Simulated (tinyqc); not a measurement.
Thermal, flicker and telegraph noise of a field-effect transistor. Which input was changed? Computed by tinyqc, a small Python program. Command: `OMP_NUM_THREADS=1 python tinyqc.py 3017383 3017384 out.jsonl noise which`. One thread of a shared host (Intel(R) Xeon(R) Processor @ 2.30GHz), about 0.05 s of CPU time with the checks.

Strong inversion, threshold roll-off and channel-length modulation left out; noise sources are uncorrelated and are given as one-sided spectral densities. The drain voltage is 50 mV.

Inputs (values chosen for the exercise, modelled on a silicon n-channel):

| quantity | value | unit |
|---|---|---|
| width W | 33 | micrometre |
| length L | 110 | nm |
| electrical oxide thickness t | 6.4 | nm |
| mobility mu | 340 | cm^2/(V s) |
| overdrive V_ov | 0.68 | V |
| oxide trap density N_t | 3e+18 | 1/(eV cm^3) |
| oxide barrier phi | 1.8 | eV |
| oxide mass m_ox | 0.33 | m_0 |
| Hooge parameter alpha_H | 1.2e-05 | - |
| frequency f | 500 | Hz |
| temperature T | 300 | K |

Operating region: linear. Flicker model: Hooge.

Constants: eps_0 = 8.8541878128e-12 F/m; hbar = 1.054571817e-34 J s; m_0 = 9.1093837015e-31 kg; e = 1.602176634e-19 C; k_B = 8.617333262e-05 eV/K; k_B = 1.380649e-23 J/K.

Method:
- C_ox = 3.9 eps_0/t; I = mu C_ox (W/L) V_ov V_D; g_m = I/V_ov; g_d0 = I/V_D.
- Tunnelling length lambda = hbar/(2 sqrt(2 m_ox phi)); flat-band noise S_Vfb = e^2 k_B T lambda N_t/(W L C_ox^2 f). Hooge: S_I = I^2 alpha_H/(f N), N = W L C_ox V_ov/e (the source-end density).
- Thermal: S_I = 4 k_B T g_d0; input-referred S_V = S_I/g_m^2; corner f_c where flicker equals thermal.
- Total input noise from 1 Hz to f_c: sqrt(S_V,thermal [f_c ln(f_c/1 Hz) + f_c - 1 Hz]).

Task: One of these inputs alone was changed, within the range given: length L (55 to 220); electrical oxide thickness t (3.2 to 12.8); mobility mu (170 to 680); Hooge parameter alpha_H (6e-06 to 2.4e-05). Which one, and to what value?

Results:

| run | corner frequency f_c (Hz) | flicker S_I/I^2 (1/Hz) | input noise up to f_c (microvolt) |
|---|---|---|---|
| before | 815193.4 | 2.887173e-13 | 31.23007 |
| after | 631285.8 | 2.540712e-13 | 29.03895 |

Result:

Each candidate set to reproduce corner frequency f_c, and what it then gives:

| candidate | range searched | value needed | flicker S_I/I^2 (1/Hz) | input noise up to f_c (microvolt) |
|---|---|---|---|---|
| length L (nm) | 55 to 220 | 125.0 | 2.5407e-13 | 29.039 |
| electrical oxide thickness t (nm) | 3.2 to 12.8 | no effect | - | - |
| mobility mu (cm^2/(V s)) | 170 to 680 | 263.3 | 2.8872e-13 | 30.956 |
| Hooge parameter alpha_H | 6e-06 to 2.4e-05 | 9.293e-6 | 2.2358e-13 | 27.241 |

Only length L fits every result: it went from 110 to 125 nm. The next best candidate, Hooge parameter alpha_H, misses one result by 12 %.
